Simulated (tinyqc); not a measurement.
A ladder of methods, and size consistency: correlation methods against full CI in the 6-31g basis, for H4, spin multiplicity 1. Computed by the program tinyqc with PySCF. All electrons correlated; +Q is the Davidson correction (1 - c0^2) E_corr. The last columns treat two copies 100 angstrom apart as one system. FCI is the lowest singlet.

Geometry (angstrom):
```
atom       x       y       z
H     0.0000  0.0000  0.0000
H     0.0000  0.0000  0.8120
H     0.0000  1.1310  0.0000
H     0.0000  1.1310  0.8120
```

RHF energy of one = -2.061599 hartree

Correlation energies (hartree):
```
method   E_corr of one  share of FCI (%)  E_corr of two at 100 angstrom  two minus twice one (mhartree)
MP2          -0.043132           68.4806                      -0.086263                          0.0000
CISD         -0.061636           97.8600                      -0.118369                          4.9026
CISD+Q       -0.064351          102.1705                      -0.127259                          1.4421
CCSD         -0.062835           99.7633                      -0.125669                          0.0000
CCSD(T)      -0.062939           99.9286                      -0.125877                          0.0000
FCI          -0.062984          100.0000                              -                               -
```

What does the comparison show, and why?

MP2 recovers 68 %, CISD 97.9 % and CCSD 99.8 % of the FCI value (c0^2 = 0.956 in CISD). MP2 and coupled cluster are size consistent, so their last column vanishes; CISD loses 4.90 mhartree, since a double excitation on each copy is a quadruple of the pair, and the Davidson correction leaves +1.44.
